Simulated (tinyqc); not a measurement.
Deal-Grove kinetics of thermal oxidation of silicon: one step, computed by the program tinyqc.

Oxidant diffuses through the oxide and reacts at the interface, so that dx/dt = B/(A + 2x) for the oxide thickness x.

Problem. Two steps, the one at T2 first. B = B0 p exp(-E_B/(k_B T)), B/A = (B/A)0 p^m exp(-E_A/(k_B T)), p in atm; A = B/(B/A). Temperatures in kelvin are T(C) + 273.15. tau = (x_i^2 + A x_i)/B and x = (A/2) [sqrt(1 + 4 B (t + tau)/A^2) - 1], the root of x^2 + A x = B (t + tau). First t2 at T2 from x_i, then t at T from the thickness reached.

Inputs (values chosen for the exercise, close to those used for silicon):
```
quantity,value,unit
prefactor B0,851,um^2/h
activation energy E_B,1.23,eV
prefactor (B/A)0,3.99e+06,um/h
activation energy E_A,2,eV
temperature T,1200,C
oxidant pressure p,1,atm
pressure exponent m of B/A,0.78,-
initial oxide x_i,0.005,um
time t,1.4,h
"temperature of step 2, T2",1000,C
"time of step 2, t2",1.9,h
```

Ambient: dry oxygen. Surface: (100). Extension: second step.

length A = 0.09187465 um

parabolic constant B = 0.05272169 um^2/h

Constants: k_B = 8.617333262e-05 eV/K.

Give: thickness after t2 at T2; final thickness in this order.

Solution.

thickness after t2 at T2 = 0.073932 um

final thickness in this order = 0.25101 um
